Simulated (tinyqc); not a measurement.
Worked calculation: two coupled magnetic layers: synthetic antiferromagnet, spin flop, exchange bias and magnetoresistance. Computed by tinyqc, a small Python program that keeps every step. Command: `OMP_NUM_THREADS=1 python tinyqc.py 3011922 3011923 out.jsonl saf walk`. One thread of a shared host (Intel(R) Xeon(R) Processor @ 2.30GHz), about 0.3 s of CPU time with the checks. Intermediate numbers are printed to about 6 digits and carried at full precision; extremes and crossings named in words are read from the listed rows.

Moments lie in the plane at the angles p1, p2 from the field. Energy per area: E = J1 cos(p1 - p2) + J2 cos^2(p1 - p2) - B M_s (t1 cos p1 + t2 cos p2) + K (t1 sin^2 p1 + t2 sin^2 p2).

Inputs (values chosen for the exercise, for a model stack): saturation magnetisation M_s = 1340 kA/m; thickness t1 = 2.1 nm; thickness t2 = 1.5 nm; antiferromagnetic coupling J1 = 0.99 mJ/m^2; biquadratic coupling J2 = 0 mJ/m^2; in-plane anisotropy K = 12 kJ/m^3; field over the saturation field = 0.61; spin polarisation P1 = 0.3; spin polarisation P2 = 0.7; resistance-area product, parallel = 3.7 ohm micrometre^2; exchange-bias energy J_ex = 0.59 mJ/m^2.

Field direction: along the easy axis.

## Saturation field

The parallel state is stable while the Hessian at p1 = p2 = 0 is positive: with c = J1 + 2 J2 and u = B M_s + 2K, (u t1 - c)(u t2 - c) > c^2, so B_sat M_s = c (1/t1 + 1/t2) - 2K. B_K = 2K/M_s.

exchange field c (1/t1 + 1/t2)/M_s = 844.350 mT

B_K = 17.9104 mT

saturation field B_sat = 826.439 mT

applied field B = 504.128 mT

## Limit of the antiparallel state

With p1 = 0, p2 = 180 degrees and c2 = J1 - 2 J2 the Hessian is [[c2 + t1 (2K + b), -c2], [-c2, c2 + t2 (2K - b)]], b = B M_s; its determinant vanishes at the positive root of t1 t2 b^2 - c2 (t1 - t2) b - [2K c2 (t1 + t2) + 4 K^2 t1 t2] = 0.

stability limit B_sf of the antiparallel state = 213.171 mT

Net moment and anisotropy together hold the collinear state up to 0.26 B_sat.

## Equilibrium at the field B

The lowest minimum of E over both angles (from five starts; of two mirror images the one with p1 >= 0, and for equal layers |p1| <= |p2|).

p1 = 40.4379 degrees

p2 = -66.8978 degrees

m/m_sat along B = 0.607469

energy = -1.74647 mJ/m^2

The moments are canted, 107.3 degrees apart.

## Tunnel magnetoresistance against a free layer along B

Julliere: TMR = 2 P1 P2/(1 - P1 P2). Conductance G(theta) = G0 (1 + P1 P2 cos theta), so RA(theta) = RA_P (1 + P1 P2)/(1 + P1 P2 cos theta); theta = p2 for the layer next to the barrier.

TMR = 53.1646 %

RA, antiparallel = 5.66709 ohm micrometre^2

RA at this field = 4.13619 ohm micrometre^2

## Pinning of a single layer

A layer t1 on an antiferromagnet is shifted by B_ex = J_ex/(M_s t1).

bias field, single layer = 209.666 mT

## Pinning of the pair

A rigid antiparallel pair has the net moment M_s (t1 - t2), so the same J_ex holds it up to J_ex/(M_s (t1 - t2)).

bias field, rigid pair = 733.831 mT

Caution: at such fields the pair is no longer rigid.

## Magnetisation curve

The formulas are those given above.

Equilibrium states:
```
B/B_sat   B (mT)  p1 (degrees)  p2 (degrees)  m/m_sat
0.02      16.529        0.0000      -180.000  0.16667
0.06      49.586        0.0000      -180.000  0.16667
0.12      99.173        0.0000      -180.000  0.16667
0.20     165.288        0.0000      -180.000  0.16667
0.30     247.932       32.3587      -124.051  0.25945
0.45     371.898       43.7137       -87.179  0.44214
0.60     495.864       40.8104       -68.044  0.59730
0.80     661.151       30.1639       -44.942  0.79927
0.95     785.117       15.2905       -21.684  0.94987
1.10     909.083        0.0000         0.000  1.00000
```

The collinear state is the lowest in 4 row(s), with m/m_sat = (t1 - t2)/(t1 + t2) = 0.167; then the moments are canted and close at B_sat. The largest gap between m/m_sat and B/B_sat in the canted rows is 0.041.

Checks made by the program: the energy against a grid over both angles (relative difference 2e-07).
